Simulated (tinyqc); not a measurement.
# Polycrystalline film, grain-boundary barriers (Seto model): effects of single changes

One-dimensional grains of size Lg with donors N; each boundary has Qt acceptor-like traps per area at one level Et below the band edge. Trapped electrons qt deplete a width w = qt/N (both sides together) and raise a barrier Vb = q N w^2/(8 eps0 eps_r). Current crosses the barriers by thermionic emission at small bias. Abrupt depletion, full ionisation, Boltzmann statistics.

Inputs (values chosen for the exercise); values close to those of polycrystalline silicon: temperature T = 250 K; relative permittivity of the semiconductor eps_r = 11.7; grain size Lg = 30 nm; trap density at a boundary Qt = 1.2e12 cm^-2; donor density N = 2.2e18 cm^-3; mobility inside a grain mg = 260 cm^2/(V s); collection velocity at the barrier vc = 4.9e6 cm/s; conduction-band density of states at T Nc = 2.13e19 cm^-3; trap level below the band edge Et = 0.4 eV.

Constants: q = 1.602176634e-19 C, kB = 1.380649e-23 J/K, Vt = kB T/q, eps0 = 8.8541878128e-14 F/cm where lengths are in cm. Results are converted to the units shown.

Each table varies one quantity; the others keep the values above.

## Effect of the trap density at a boundary

Partly depleted grains: the density at the grain centre is n0 = N and qt = Qt/(1 + 2 (Nc/N) exp((Vb - Et)/Vt)). If that gives qt >= N Lg, the grains are fully depleted: qt = N Lg, w = Lg and n0 = 2 Nc exp((Vb - Et)/Vt)/(Qt/(N Lg) - 1). Resistivity: barriers rb = Vt exp(Vb/Vt)/(q n0 vc Lg), grain interior rg = (1 - w/Lg)/(q mg N); effective mobility 1/(q N (rb + rg)).

The same in every row: n0 (cm^-3) = 2.200e18.

Results:

| Qt (cm^-2) | w/Lg | Vb (V) | resistivity (ohm cm) |
|---|---|---|---|
| 2e11 | 0.03030 | 3.515e-4 | 0.01481 |
| 2.9e11 | 0.04394 | 7.390e-4 | 0.01474 |
| 4.3e11 | 0.06515 | 0.001625 | 0.01468 |
| 9.4e11 | 0.1424 | 0.007765 | 0.01532 |
| 1.4e12 | 0.2121 | 0.01722 | 0.01785 |
| 2e12 | 0.3030 | 0.03515 | 0.02886 |
| 3e12 | 0.4545 | 0.07909 | 0.1693 |

Estimate the missing row, Qt = 6.4e11 cm^-2.

Computed row:

| Qt (cm^-2) | w/Lg | Vb (V) | resistivity (ohm cm) |
|---|---|---|---|
| 6.4e11 | 0.09697 | 0.003599 | 0.01477 |

With this row back in the table: As Qt goes from 2e11 to 3e12 cm^-2, the barrier rises from 3.51e-4 to 0.0791 V and the resistivity goes from 0.0148 through a minimum of 0.0147 (at Qt = 4.3e11 cm^-2 among the rows listed) to 0.169 ohm cm. The grains are fully depleted in 0 of the 8 rows. For Qt = 2e11 to 2e12 cm^-2 the barrier is under 2 Vt, where the depletion and emission pictures are rough.

## Effect of the grain size

Same model as above.

The same in every row: Vb (V) = 0.012654; n0 (cm^-3) = 2.2000e18.

Effect of the grain size:

| Lg (nm) | w/Lg | resistivity (ohm cm) |
|---|---|---|
| 6 | 0.90909 | 0.038397 |
| 9.8 | 0.55659 | 0.027739 |
| 16 | 0.34091 | 0.021219 |
| 26 | 0.20979 | 0.017254 |
| 42 | 0.12987 | 0.014838 |
| 68 | 0.080214 | 0.013337 |
| 110 | 0.049587 | 0.012411 |
| 180 | 0.030303 | 0.011828 |

Read the table: what changes, and by how much?

As Lg goes from 6 to 180 nm, the barrier stays at 0.0127 V and the resistivity falls from 0.0384 to 0.0118 ohm cm. The grains are fully depleted in 0 of the 8 rows. In every row the barrier is under 2 Vt, where the depletion and emission pictures are rough.

Computed by the program tinyqc: `OMP_NUM_THREADS=1 python tinyqc.py 2610115 2610116 out.jsonl`, one thread of a shared Intel Xeon 2.30GHz, about 0.01 s for the whole run.
